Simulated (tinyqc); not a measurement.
Elastic strain and critical thickness of a cubic alloy layer A(1-x)B(x) on a thick substrate: one step, computed by the program tinyqc. Command: `OMP_NUM_THREADS=1 python tinyqc.py 3013123 3013124 out.jsonl misfit walk`. One thread of a shared host (Intel(R) Xeon(R) Processor @ 2.30GHz), about 0.01 s of CPU time with the checks.

Strain is positive in tension. The layer is coherent with the substrate unless said otherwise.

Problem. Wafer curvature of the coherent layer. Stoney: curvature = 6 |stress| h/(M_S t_S^2); radius = 1/curvature; bow = curvature W^2/8.

Inputs (values chosen for the exercise, modelled on GaAs(1-x)P(x) on GaAs):
```
quantity                              value        unit
layer thickness h                        19          nm
biaxial modulus of the substrate M_S    117         GPa
substrate thickness t_S                 625  micrometre
wafer diameter W                        100          mm
```

in-plane stress = 2.619106 GPa

Give: curvature; radius of curvature; bow.

Solution.

curvature = 0.006533 1/m

radius of curvature = 153.1 m

bow = 8.166 micrometre

Caution: M_S is near the value for a (001) wafer; a (111) wafer is stiffer and bends less. Caution: the curvature assumes a coherent layer, but h exceeds h_c.
